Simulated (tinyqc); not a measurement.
Pariser-Parr-Pople SCF with singles CI, for the molecule C=CC1=CC=CC1=C (SMILES; centres numbered as the heavy atoms are written), step by step. One step of it, computed by the program tinyqc.

Problem. Singles CI, triplets. Over the 4 single excitations with the smallest orbital gaps: A = (e_a - e_i) delta - (ij|ab), with (pq|rs) = sum c_mp c_mq gamma_mn c_nr c_ns.

orbital energies (eV): [-14.938494, -12.285225, -11.185587, -9.552556, -2.286172, 0.491556, 2.581658, 3.395136]

coefficients, order 1C, 2C, 3C, 4C, 5C, 6C, 7C, 8C:
$$\begin{pmatrix}
0.134692 & 0.500329 & 0.079065 & 0.482974 & 0.277500 & 0.597577 & 0.040166 & 0.237267 \\
0.263724 & 0.599609 & 0.053696 & 0.257278 & -0.086312 & -0.571544 & -0.076900 & -0.402266 \\
0.472648 & 0.296065 & -0.036205 & -0.462905 & -0.334581 & -0.060968 & 0.096638 & 0.590218 \\
0.359393 & 0.063946 & -0.452369 & -0.410459 & 0.344235 & 0.275136 & -0.391993 & -0.381808 \\
0.320379 & -0.243817 & -0.521755 & 0.264698 & 0.291502 & -0.222549 & 0.594711 & 0.086223 \\
0.348901 & -0.369602 & -0.166193 & 0.495141 & -0.362231 & -0.008869 & -0.555929 & 0.168909 \\
0.496962 & -0.235245 & 0.443323 & -0.021112 & -0.270205 & 0.322579 & 0.352110 & -0.446831 \\
0.297327 & -0.216804 & 0.537153 & -0.045952 & 0.629211 & -0.288371 & -0.206775 & 0.228317
\end{pmatrix}$$

repulsion gamma_rs (eV), order 1C, 2C, 3C, 4C, 5C, 6C, 7C, 8C:
$$\begin{pmatrix}
11.130000 & 7.555271 & 5.238404 & 4.503747 & 3.216727 & 2.974965 & 3.632389 & 3.113581 \\
7.555271 & 11.130000 & 7.551001 & 5.124171 & 3.742999 & 3.743335 & 5.123460 & 4.351308 \\
5.238404 & 7.551001 & 11.130000 & 7.556503 & 5.521083 & 5.521603 & 7.554906 & 5.124363 \\
4.503747 & 5.124171 & 7.556503 & 11.130000 & 7.552355 & 5.520249 & 5.520341 & 3.743968 \\
3.216727 & 3.742999 & 5.521083 & 7.552355 & 11.130000 & 7.554860 & 5.520103 & 3.743935 \\
2.974965 & 3.743335 & 5.521603 & 5.520249 & 7.554860 & 11.130000 & 7.554442 & 5.124879 \\
3.632389 & 5.123460 & 7.554906 & 5.520341 & 5.520103 & 7.554442 & 11.130000 & 7.555246 \\
3.113581 & 4.351308 & 5.124363 & 3.743968 & 3.743935 & 5.124879 & 7.555246 & 11.130000
\end{pmatrix}$$

Give: triplet CI matrix; triplet excitation energies.

Solution.

triplet CI matrix (eV), order 4>5, 3>5, 2>5, 4>6:
$$\begin{pmatrix}
1.6774 & 0.1175 & 0.6290 & -0.4011 \\
0.1175 & 2.4839 & 0.3946 & -0.3445 \\
0.6290 & 0.3946 & 4.6461 & -0.6349 \\
-0.4011 & -0.3445 & -0.6349 & 4.0842
\end{pmatrix}$$

triplet excitation energies (eV): [1.5201, 2.3801, 3.6748, 5.3166]
